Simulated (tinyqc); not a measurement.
Hot electrons in a saturated n-channel MOSFET, lucky-electron model: two steps of the calculation.

Beyond pinch-off the lateral field grows as Esat cosh(y/l) over the velocity-saturated region (pseudo-two-dimensional model). Impact ionisation in this region gives the substrate current, which biases the body forward through Rsub. Currents are per width. Local-field laws: they overstate ionisation when the field peak is narrower than an energy relaxation length.

Parameters, values chosen for the exercise; values close to those of silicon n-channel devices: channel length L = 0.35 um; oxide thickness tox = 8.9 nm; junction depth xj = 150 nm; threshold VT = 0.54 V; effective mobility mu = 290 cm^2/(V s); saturation velocity vs = 7.2e6 cm/s; ionisation prefactor Ai = 2e6 1/cm; ionisation field Bi = 1.81 MV/cm; resistance of the lightly doped drain Rd = 400 ohm um; substrate resistance Rsub = 4000 ohm um; fall of VT per volt of forward body bias kb = 0.36; drain voltage Vd = 2.7 V; gate voltage Vg = 1.2 V.

Constants: eps0 = 8.8541878128e-14 F/cm where lengths are in cm. Results are converted to the units shown.

Task 1. Length and field scales. Cox = 3.9 eps0/tox, l = sqrt(3 tox xj), Esat = 2 vs/mu.

Wanted: Cox; l; Esat; Esat L.

Result 1.

Cox = 0.3880 uF/cm^2
l = 63.29 nm
Esat = 0.04966 MV/cm
Esat L = 1.738 V

Task 2. Body bias from the substrate current. Cox = 3.9 eps0/tox. Overdrive g = Vg - VT + kb Vb; Vdsat = g Esat L/(g + Esat L); Id = Cox vs (g - Vdsat); dV = Vd - Id Rd - Vdsat; Em = sqrt((dV/l)^2 + Esat^2); Isub = Id (Ai/Bi) l Em exp(-Bi/Em). Vb(new) = Rsub Isub.

Vb at the start = 0 V
l = 63.285069 nm
Esat = 0.049655172 MV/cm

Give: Vdsat; Id; dV; Em; Isub; Vb after iteration 1.

Result 2.

Vdsat = 0.4783 V
Id = 50.75 uA/um
dV = 2.201 V
Em = 0.3514 MV/cm
Isub = 0.7223 uA/um
Vb after iteration 1 = 0.002889 V

Computed by the program tinyqc: `OMP_NUM_THREADS=1 python tinyqc.py 2550122 2550123 out.jsonl`, one thread of a shared Intel Xeon 2.30GHz, about 0.01 s for the whole run.
